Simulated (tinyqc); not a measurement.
# Ion-assisted plasma etching: sheath, surface coverage, synergy and aspect-ratio dependence, step by step

A worked calculation. Computed by tinyqc, a small Python program that keeps every step. Command: `OMP_NUM_THREADS=1 python tinyqc.py 3014804 3014805 out.jsonl etch walk`. One thread of a shared host (Intel(R) Xeon(R) Processor @ 2.30GHz), about 0.05 s of CPU time with the checks. Intermediate numbers are printed to about 6 digits and carried at full precision; extremes and crossings named in words are read from the listed rows.

Radicals adsorb on bare sites; ions remove covered sites with a high yield and bare sites by sputtering; a slow spontaneous reaction acts everywhere, walls included.

Inputs (values chosen for the exercise, close to those used for silicon in a halogen plasma):
```
quantity                                value       unit
plasma density n_e                    1.9e+11     1/cm^3
electron temperature T_e                  2.4         eV
ion mass M_i                             35.5          u
sheath voltage V                           53          V
radical density n                     3.5e+13     1/cm^3
radical mass M_n                         35.5          u
gas temperature T_g                       400          K
sticking coefficient s                   0.69          -
radicals per removed unit x                 2          -
yield slope b                            0.39  eV^(-1/2)
threshold E_th                            8.5         eV
sputter slope b_p                       0.021  eV^(-1/2)
sputter threshold E_p                      36         eV
spontaneous reaction probability k_c  2.5e-05          -
solid density N                         5e+22     1/cm^3
ion temperature T_i                      0.18         eV
aspect ratio A                            2.6          -
```

Feature: round hole.

Constants: e = 1.602176634e-19 C; u = 1.6605390666e-27 kg; k_B = 1.380649e-23 J/K; eps_0 = 8.8541878128e-12 F/m.

## Fluxes

Bohm speed u_B = sqrt(e T_e/M_i); ion flux G_i = 0.61 n_e u_B; radical flux G_n = n c/4 with c = sqrt(8 k_B T_g/(pi M_n)).

Bohm speed = 255401 cm/s

ion flux G_i = 2.96009e+16 1/(cm^2 s)

radical speed c = 48843.1 cm/s

radical flux G_n = 4.27377e+17 1/(cm^2 s)

flux ratio G_n/G_i = 14.4379

## Sheath and ion angles

Debye length lambda_D = sqrt(eps_0 T_e/(e n_s)) with n_s = 0.61 n_e, T_e in volts; Child-law sheath d = (sqrt2/3) lambda_D (2 V/T_e)^(3/4); ion energy E = V + T_e/2; angular spread = arctan(sqrt(T_i/E)).

Debye length = 33.8285 um

sheath thickness = 273.211 um

ion energy E = 54.2 eV

angular spread = 3.29822 degrees

## Yields

Yields: Y = b (sqrt(E) - sqrt(E_th)) on covered sites, Y_p = b_p (sqrt(E) - sqrt(E_p)) on bare ones (zero below threshold).

yield Y = 1.73417

sputter yield Y_p = 0.0286034

## Open-field etch rate

Steady coverage: s G_n (1 - theta) = x Y G_i theta; removal flux = Y G_i theta + Y_p G_i (1 - theta) + k_c G_n; rate = flux/N, 1 cm/s = 6e8 nm/min. Lateral rate = k_c G_n/N; anisotropy = 1 - lateral/vertical; synergy = vertical/(ions alone + radicals alone), with ions alone Y_p G_i/N and radicals alone the lateral rate.

coverage theta = 0.741757

vertical rate = 459.672 nm/min

lateral rate = 0.128213 nm/min

anisotropy = 0.999721

synergy = 44.6784

Ions and radicals both limit the rate.

## Rate at the floor of the feature

Transmission of a round hole: K = 1/(1 + 3A/4), walls that scatter diffusely without loss. With a loss probability S = s (1 - theta) at the floor, G_b/G_n = K/(K + S - K S); theta follows G_b, and the two are solved together. Ions are taken to reach the floor unshadowed; G_b replaces G_n in every term of the rate; A is depth over diameter.

transmission K = 0.338983

G_b/G_n = 0.688833

coverage at the floor = 0.664266

rate at the floor = 412.685 nm/min

floor rate over open-field rate = 0.897782

The lag is 10 %.

## Etch lag against aspect ratio

The formulas are those given above.

Floor of the feature:
```
A             K   G_b/G_n     theta  rate (nm/min)  relative rate
0.5    0.727273  0.934370  0.728542        451.657       0.982565
1.0    0.571429  0.871271  0.714495        443.139       0.964034
2.0    0.400000  0.753536  0.683984        424.639       0.923788
5.0    0.210526  0.478539  0.578862        360.917       0.785162
10.0   0.117647  0.248904  0.416887        262.757       0.571619
20.0   0.062500  0.113586  0.245997        159.209       0.346353
50.0   0.025974  0.041456  0.106406         74.630       0.162355
100.0  0.013158  0.020026  0.054392         43.116       0.093797
```

K falls by a factor 55.3 over the rows and the rate by 10.5. Among these rows the rate stays within 10 % of the open-field value up to A = 2, with an open-field coverage of 0.74. Caution: rows with A above about 1/(2 tan(ion spread)) or 1/sqrt(k_c), often 10 to 30, are formal: ion shadowing, radical loss on the walls, redeposition of sputtered material and, in fluorocarbon plasmas, polymer growth are left out and add to the lag.

## Yield per ion against the flux ratio

The ion flux is fixed and the radical flux set by the ratio; the removal per ion is the removal flux over G_i.

Open field:
```
G_n/G_i     theta  rate (nm/min)  removal per ion
0.3      0.056321         44.284          0.12467
1        0.165932        110.697          0.31164
3        0.373758        236.623          0.66615
10       0.665487        413.426          1.16389
30       0.856492        529.321          1.49016
100      0.952140        587.889          1.65504
300      0.983521        608.677          1.71356
1000     0.994999        621.847          1.75064
3000     0.998327        641.624          1.80632
```

Coverage reaches one half at G_n/G_i = x Y/s = 5.03. Below that the ion-assisted part follows the radical flux, on top of the sputter floor Y_p = 0.0286; above it the ion-assisted part saturates at Y = 1.73 per ion.

Checks made by the program: series form 1/R = 1/(Y G_i) + x/(s G_n) of the ion-assisted part (relative difference below 1e-10).
